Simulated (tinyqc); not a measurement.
Inversion layer as a triangular well, valleys of the Si type, step by step. Values are carried at full precision from step to step, so a last printed digit may differ when a step is redone from the rounded ones.

Six ellipsoidal valleys with their long axes along the cube axes, mass ml along the axis and mt across it. For a valley whose axis makes the angle theta with the surface normal, 1/m_z = cos^2(theta)/ml + sin^2(theta)/mt sets the confinement; in the plane the masses are m_1 = mt and m_2 = ml mt/m_z, and m_d = sqrt(m_1 m_2).

Constants: e^2/(4 pi eps0) = 14.39964547 eV angstrom; hbar^2/2m0 = 3.80998211 eV angstrom^2; kB = 8.617333262e-05 eV/K.

Values chosen for the exercise (near those of Si; shifted at random, so the results belong to these values and not to a real crystal): ml = 0.911 m0 (longitudinal mass); mt = 0.187 m0 (transverse mass); face = 111 (surface); eps = 11.7 (dielectric constant); Ns = 8.1 x 1e12/cm^2 (electron sheet density); Nd = 0.25 x 1e12/cm^2 (depletion charge); eta = 0.5 (share of Ns in the effective field); T = 300 K (temperature); tox = 26 angstrom (SiO2-equivalent oxide thickness).

## Valley masses on the (111) face

Group the valleys by their angle to the normal, heaviest m_z first.

Valleys (masses in m0):
```
valleys g  cos^2(theta)     m_z     m_1     m_2     m_d
6                0.3333  0.2544  0.1870  0.6697  0.3539
```

All valleys are equivalent on this face.

## Effective field

The field is taken as constant, e F = 4 pi (e^2/4 pi eps0)(Nd + eta Ns)/eps, with 1e12/cm^2 = 1e-4/angstrom^2, and the oxide as a hard wall at z = 0; c = hbar^2/2m0.

Find e F, and F in MV/cm (1 MV/cm = 0.01 V/angstrom).

e F = 0.00665035 eV/angstrom
F = 0.6650 MV/cm

## Subband ladders

Level j of a valley lies at E_j = a_j (c (e F)^2/m_z)^(1/3) above the band edge at the surface, with the Airy zeros a_j = 2.338107, 4.087949, 5.520560, 6.786708, 7.944134, 9.022651, 10.040174, 11.008524, 11.936016, 12.828777, and has <z> = 2 E_j/(3 e F).

The ten lowest levels of all groups of valleys together, j = 0, 1, ..., c = hbar^2/2m0; primes mark the groups with lighter m_z.

Subbands:
```
label  valleys g  m_d (m0)  E (eV)  <z> (angstrom)
0              6    0.3539  0.2038           20.43
1              6    0.3539  0.3563           35.72
2              6    0.3539  0.4812           48.24
3              6    0.3539  0.5916           59.31
4              6    0.3539  0.6925           69.42
5              6    0.3539  0.7865           78.84
6              6    0.3539  0.8752           87.74
7              6    0.3539  0.9596           96.20
8              6    0.3539  1.0405          104.30
9              6    0.3539  1.1183          112.10
```

The second subband is 1, 152.5 meV above the first. Levels above about 0.5 eV lie beyond parabolic valleys.

## Fermi level and populations

Subband i holds n_i = g m_d/(2 pi c) kB T ln(1 + exp((EF - E_i)/kB T)) (spin included), and EF is fixed by sum n_i = Ns over the levels listed or, where none are listed, over j = 0 to 9 of each group; 1e12/cm^2 = 1e-4/angstrom^2.

Solve for EF; c = hbar^2/2m0. The mean distance is sum n_i <z>_i/Ns.

EF = 0.1815 eV

Populations:
```
label  (EF - E)/kB T  n (1e12/cm^2)  share (%)
0              -0.86          8.073       99.7
1              -6.76          0.026        0.3
2             -11.59          0.000        0.0
3             -15.86          0.000        0.0
4             -19.77          0.000        0.0
5             -23.40          0.000        0.0
6             -26.83          0.000        0.0
7             -30.10          0.000        0.0
8             -33.23          0.000        0.0
9             -36.24          0.000        0.0
```

mean distance from the surface = 20.48 angstrom

The lowest subband holds 99.7 % of the electrons and is partly degenerate (EF within a few kB T of its edge).

## Effect on the gate capacitance

The charge sits at the mean distance <z> from the surface, which adds (3.9/eps) <z> to the oxide thickness; C/Cox = tox/(tox + 3.9 <z>/eps). The density-of-states term is left out.

added thickness = 6.83 angstrom
C/Cox = 0.792

## Checks

- Lowest level by finite differences against the Airy formula, eV: both 0.2038.

tinyqc: `OMP_NUM_THREADS=1 python tinyqc.py 1281813 1281814 out.jsonl`; about 0.02 s, one thread, shared Intel(R) Xeon(R) Processor @ 2.30GHz.
